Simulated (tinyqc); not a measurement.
Conductivity against oxygen pressure: defect equilibria of an oxide against oxygen pressure (mass action). Computed by tinyqc, a small Python program. Command: `OMP_NUM_THREADS=1 python tinyqc.py 3008131 3008132 out.jsonl brouwer walk`. One thread of a shared host (Intel(R) Xeon(R) Processor @ 2.30GHz), about 0.01 s of CPU time with the checks.

Defects: oxygen vacancies V (charge +2), electrons n, holes p, the ionic partner X = V_M'' (charge -2). Activities are taken equal to concentrations.

Inputs (values chosen for the exercise, for a model oxide): reduction enthalpy H_r = 4.23 eV; prefactor K_r0 = 3.7e+67 cm^-9 atm^(1/2); gap E_g = 3.47 eV; prefactor N_c N_v = 6.4e+40 cm^-6; disorder enthalpy H_s = 3.18 eV; prefactor K_s0 = 1.2e+45 cm^-6; temperature T = 700 K; electron mobility mu_n = 0.016 cm^2/(V s); hole mobility mu_p = 0.23 cm^2/(V s); vacancy diffusion prefactor D_0 = 0.16 cm^2/s; vacancy migration energy E_m = 1.2 eV.

Ionic disorder: Schottky, oxide MO. Dopant (singly charged, fully ionised): none.

Constants: k_B = 8.617333262e-05 eV/K; e = 1.602176634e-19 C.

Method:
- K_r = K_r0 exp(-H_r/k_B T) = [V] n^2 P^(1/2); K_i = N_c N_v exp(-E_g/k_B T) = n p; K_s = K_s0 exp(-H_s/k_B T) = [X] [V].
- Neutrality: 2 [V] + p = n + 2 [X]. With n as the unknown, [V] = K_r/(n^2 P^(1/2)), p = K_i/n, [X] = K_s/[V]; the log ratio is ln(positive/negative).
- The root is found by 60 bisections in ln n between n = 1e-10 and 1e25 cm^-3.
- sigma_n = e n mu_n, sigma_p = e p mu_p, sigma_ion = 2 e [V] mu_V with mu_V = 2 e D/(k_B T) and D = D_0 exp(-E_m/k_B T); only the oxygen vacancies carry ionic current, and the ionic transport number is sigma_ion over the total.

K_r = 1.29880e+37 cm^-9 atm^(1/2)

K_i = 6.65702e+15 cm^-6

K_s = 1.52823e+22 cm^-6

Log10 of the conductivities in S/cm:
```
log10 P (atm)   n-type   p-type    ionic    total  ionic transport number
-28            -3.4530  -20.748   -9.572  -3.4530              7.6022e-07
-24            -4.1196  -20.082  -10.239  -4.1196              7.6022e-07
-20            -4.7863  -19.415  -10.905  -4.7863              7.6022e-07
-16            -5.4530  -18.748  -11.572  -5.4530              7.6022e-07
-12            -6.1196  -18.082  -12.239  -6.1196              7.6022e-07
-8             -6.7863  -17.415  -12.905  -6.7863              7.6023e-07
-4             -7.4530  -16.748  -13.572  -7.4530              7.6047e-07
0              -8.1206  -16.081  -14.237  -8.1206              7.6551e-07
```

The ionic transport number stays at or below about 7.7e-7: no electrolytic window. The total has no minimum inside this range.

Extremes, crossings and ranges named in words are read from the listed rows.
